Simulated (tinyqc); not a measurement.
From results back to parameters: density of states of one tight-binding band of a chain.

Problem. A chain with E = -2 t cos(ka) has n(E) = arccos(-E/2t)/pi states per cell and spin below E and g(E) = 1/(pi sqrt(4 t^2 - E^2)).

n = 0.740409
g = 0.176285 1/eV

Find: t; E.

Solution. E = -2 t cos(pi n), so g = 1/(2 pi t sin(pi n)) gives t.

t = 1.240 eV
E = 1.700 eV

Computed by tinyqc, a small Python program: `OMP_NUM_THREADS=1 python tinyqc.py 1680589 1680590 out.jsonl` (the numbers bound the seed that draws the inputs); one thread of a shared host (Intel(R) Xeon(R) Processor @ 2.30GHz), about 0.01 s for the whole set of steps.
